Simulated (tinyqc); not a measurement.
## Scale length and length offset from two DIBL values

Problem. DIBL = exp(-Le/(2 l)) + 2 exp(-Le/l) with Le = L - dL. Find l, dL and the drawn length for a DIBL of 100 mV/V.

DIBL at drawn lengths 44 and 73 nm (mV/V): 126.80576  22.616355

Solution. With e = exp(-Le/(2 l)), 2 e^2 + e = DIBL gives e and so Le/l at each length; Le/l is a straight line in L with slope 1/l.

l = 9.200 nm
dL = 2.500 nm
length for 100 mV/V = 47.77 nm

tinyqc, about 0.01 s, one thread, Intel Xeon 2.30GHz (shared host): `OMP_NUM_THREADS=1 python tinyqc.py 2002036 2002037 out.jsonl`
